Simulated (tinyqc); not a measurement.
Non-radiative capture by multiphonon emission, one effective mode. The energy-gap law. Computed by tinyqc, a small Python program. Command: `OMP_NUM_THREADS=1 python tinyqc.py 3005353 3005354 out.jsonl capture sweep`. One thread of a shared host (Intel(R) Xeon(R) Processor @ 2.30GHz), about 0.03 s of CPU time with the checks.

The initial state (free carrier plus empty centre) lies dE above the final state; both have the same frequency and are displaced by dQ.

Inputs (values chosen for the exercise, with mass, screening and phonons like those of CdS):
```
quantity,value,unit
phonon energy hbar omega,31.5,meV
Huang-Rhys factor S,2.26,-
electron-phonon coupling W,0.04,eV/(u^(1/2) angstrom)
cell volume V,2500,angstrom^3
degeneracy g,2,-
broadening b,20,meV
carrier mass m,0.77,m_0
dielectric constant eps,9.02,-
temperature T,200,K
defect density N_t,6e+16,cm^-3
```

Centre: attractive.

Constants: hbar^2/u = 4.18015928e-03 eV angstrom^2; k_B = 8.617333262e-05 eV/K; hbar = 6.582119569e-16 eV s; Ry = 13.605693123 eV; k_B = 1.380649e-23 J/K; m_0 = 9.1093837015e-31 kg.

Method:
- dQ = sqrt(2 S (hbar^2/u)/hbar omega); relaxation energy lambda = S hbar omega; phonons needed P = dE/hbar omega; classical barrier E_b = (dE - lambda)^2/(4 lambda); occupation n = 1/(exp(hbar omega/k_B T) - 1).
- Huang-Rhys weight for a net emission of p phonons: L_p = exp(-S (2n + 1)) ((n + 1)/n)^(p/2) I_p(2 S sqrt(n (n + 1))), I_p the modified Bessel function.
- M_p = sum_m w_m <m_i|Q|(m + p)_f>^2 with Q counted from the final minimum and Boltzmann weights w_m for m = 0..24; <m_i|Q|k_f> = sqrt((hbar^2/u)/(2 hbar omega)) [sqrt(k) <m|k-1> + sqrt(k+1) <m|k+1>], with overlaps of oscillators displaced by d = sqrt(2 S) summed on 1500 points from -16 to 16 + d.
- The delta function is a Gaussian of standard deviation b at dE - p hbar omega.
- C_0 = V (2 pi/hbar) g W^2 sum_p M_p Gaussian_p. The sum runs over the seven p from round(P) - 3 to round(P) + 3; 1 angstrom^3 = 1e-24 cm^3.
- Sommerfeld factor of an attractive centre: s(k) = 2 pi nu/(1 - exp(-2 pi nu)), nu = sqrt(Ry*/E), Ry* = Ry m/eps^2, averaged over (2/sqrt(pi)) sqrt(x) exp(-x) dx with x = E/k_B T = t^2 (trapezoid, t to 6 in steps of 0.01).
- C = s C_0; v = sqrt(3 k_B T/m); sigma = C/v; tau = 1/(C N_t).

One run for each value:
```
energy released dE (eV),capture coefficient C (cm^3/s),classical barrier E_b (eV),P
0.145,5.307e-06,0.0191,4.60
0.177,3.369e-06,0.0393,5.62
0.209,1.771e-06,0.0667,6.63
0.241,7.903e-07,0.1013,7.65
0.272,3.155e-07,0.1416,8.63
0.304,1.078e-07,0.1903,9.65
0.336,3.281e-08,0.2463,10.67
0.368,8.997e-09,0.3094,11.68
0.400,2.243e-09,0.3797,12.70
```

What does the table show, and why?

Over the rows, capture coefficient C (cm^3/s) falls from 5.31e-6 to 2.24e-9 (exponent d ln y / d ln x -2.3 between the first rows and -17 between the last); classical barrier E_b (eV) rises from 0.0191 to 0.380 (exponent d ln y / d ln x 3.6 between the first rows and 2.5 between the last); P rises from 4.60 to 12.7 (exponent d ln y / d ln x about 1.00 throughout). ln C changes by -1.37 for each added phonon at the high end, nearly the same as in the rows before: the near-exponential fall of the energy-gap law.

Caution (all rows): the largest term is not the one nearest energy conservation, so C_0 depends strongly on the broadening b. Caution (all rows): the effective Bohr radius is under 10 angstrom, so the effective-mass Sommerfeld factor is rough. Caution (rows 0.145, 0.177, 0.209): so large a cross-section lies beyond first-order perturbation theory; cascade capture or carrier supply would limit it.

Extremes, crossings and ranges named in words are read from the listed rows.
